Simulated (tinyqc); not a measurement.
Changing the temperature T: thermal and gravitational stress in a wafer during furnace and rapid thermal processing, and the onset of slip. Computed by tinyqc, a small Python program. Command: `OMP_NUM_THREADS=1 python tinyqc.py 3008090 3008091 out.jsonl slip sweep`. One thread of a shared host (Intel(R) Xeon(R) Processor @ 2.30GHz), about 0.01 s of CPU time with the checks.

A thin free disc in plane stress, isotropic; T(r) = T_centre + dT (r/R)^n with n = 2. Stress is positive in tension; sigma_SB = 5.670374419e-8 W/(m^2 K^4), g = 9.80665 m/s^2.

Inputs (values chosen for the exercise, for a model wafer):
```
quantity                              value        unit
wafer radius R                           75          mm
thickness t                             675  micrometre
Young's modulus E                       158         GPa
expansion alpha                         4.3      1e-6/K
edge less centre temperature dT         -22           K
prefactor A of the critical stress  0.00022         MPa
energy U of the critical stress        1.01          eV
density rho                            2330      kg/m^3
heat capacity c                         939    J/(kg K)
conductivity k                         23.3     W/(m K)
wafer spacing s                          13          mm
ramp rate                                13       K/min
```

Temperature profile: parabolic.

Constants: k_B = 8.617333262e-05 eV/K.

Method:
- With x = r/R: s_rr = alpha E dT (1 - x^n)/(n + 2), s_tt = alpha E dT [1 - (n + 1) x^n]/(n + 2).
- Critical resolved stress tau_c = A exp(U/(k_B T)), a form chosen for the exercise; slip when 0.492799 |s_tt(R)| > tau_c; allowed |dT| = tau_c (n + 2)/(0.492799 n alpha E).
- In a stack heated from the rim, heat flows inward by conduction and by radiation between wafers: k_eff = k + (16/3) sigma_SB T^3 s^2/t (a diffusion estimate with the spacing as path length). A steady ramp gives the parabolic lag dT = rho c (ramp) R^2/(4 k_eff); the allowed ramp uses n = 2.

One run for each value; columns: (1) temperature T (K); (2) critical stress tau_c (MPa); (3) allowed |dT| (K); (4) allowed ramp rate (K/min); (5) resolved over critical stress:
```
(1)      (2)     (3)     (4)     (5)
1000  27.077  161.75  312.33  0.1360
1070  12.578   75.13  170.05  0.2928
1140   6.419   38.35  101.31  0.5737
1210   3.541   21.16   64.95  1.0399
1340   1.384    8.27   33.12  2.6615
1410   0.896    5.35   24.60  4.1088
1480   0.605    3.61   18.94  6.0878
1550   0.423    2.53   15.04  8.7052
```

Give the missing row, temperature T (K) = 1280.

Computed row; columns: (1) temperature T (K); (2) critical stress tau_c (MPa); (3) allowed |dT| (K); (4) allowed ramp rate (K/min); (5) resolved over critical stress:
```
(1)     (2)    (3)    (4)     (5)
1280  2.085  12.46  44.23  1.7663
```

Interpolating between the two neighbouring rows (linearly) misses most in critical stress tau_c (MPa), by 14 %. Over the rows, critical stress tau_c (MPa) falls from 27.1 to 0.423 (exponent d ln y / d ln x -11 between the first rows and -7.7 between the last); allowed |dT| (K) falls from 162 to 2.53 (exponent d ln y / d ln x -11 between the first rows and -7.7 between the last); allowed ramp rate (K/min) falls from 312 to 15.0 (exponent d ln y / d ln x -9.0 between the first rows and -5.0 between the last).

Caution (rows 1000): at lower temperature the exponential form overstates the strength: fracture from edge flaws comes first.
